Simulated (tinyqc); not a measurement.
Space-charge-limited current with shallow traps: two steps of the calculation.

One carrier type, drift only, an injecting contact at x = 0 (zero field) and thickness L. The share th = y/(1 + y), y = (Nc/Nt) exp(-Et/kB T), of the injected charge is free: J = q mu n F, eps0 eps_r dF/dx = q (n - n0)/th.

Values chosen for this exercise:
```
symbol,value,unit,meaning
T,250,K,temperature
eps_r,4.6,,relative permittivity
mu,0.0018,cm^2/(V s),mobility
L,160,nm,thickness
Nc,5.5e19,cm^-3,band density of states
Nt,6.5e17,cm^-3,trap density
Et,0.33,eV,trap depth
n0,2.4e10,cm^-3,free carrier density in equilibrium
V,7.6,V,voltage
```

Constants: q = 1.602176634e-19 C, kB = 1.380649e-23 J/K, Vt = kB T/q, eps0 = 8.8541878128e-14 F/cm where lengths are in cm. Results are converted to the units shown.

Question 1. Limits and characteristic voltages. Ohmic J = q n0 mu V/L; Mott-Gurney J = (9/8) th eps0 eps_r mu V^2/L^3; they cross at Vx = 8 q n0 L^2/(9 th eps0 eps_r); traps fill at V_TFL = q Nt L^2/(2 eps0 eps_r).

Wanted: th; ohmic J; Mott-Gurney J; Vx; V_TFL.

Answer 1.

th = 1.883e-5
ohmic J = 3.288e-6 A/cm^2
Mott-Gurney J = 2.190e-4 A/cm^2
Vx = 0.1141 V
V_TFL = 32.73 V

Question 2. The exact current. Exact: with u = n0/n(L), w = -u - ln(1 - u) and v = -u - u^2/2 - ln(1 - u), V = (q n0 L^2/(th eps0 eps_r)) v/w^2 and J = q^2 n0^2 mu L/(th eps0 eps_r w). v/w^2 falls steadily with u, so u follows by bisection.

Wanted: v/w^2; u; w; J; exit field over V/L.

Answer 2.

v/w^2 = 59.223
u = 0.022221
w = 2.5061e-4
J = 2.2151e-4 A/cm^2
exit field over V/L = 1.4972

J is 0.37 % below the plain sum of the two limits; the exit field lies between the ohmic 1 and the Mott-Gurney 1.5.

Range of the model: Diffusion and a field-dependent mobility are left out. With injecting contacts the diffusion current, about 4 pi^2 Vt th eps0 eps_r mu V/L^3, equals the Mott-Gurney current at V = 35 kB T/q (0.9 V at 300 K), so the drift-only result needs V well above that.

tinyqc, about 0.01 s, one thread, Intel Xeon 2.30GHz (shared host): `OMP_NUM_THREADS=1 python tinyqc.py 2370066 2370067 out.jsonl`
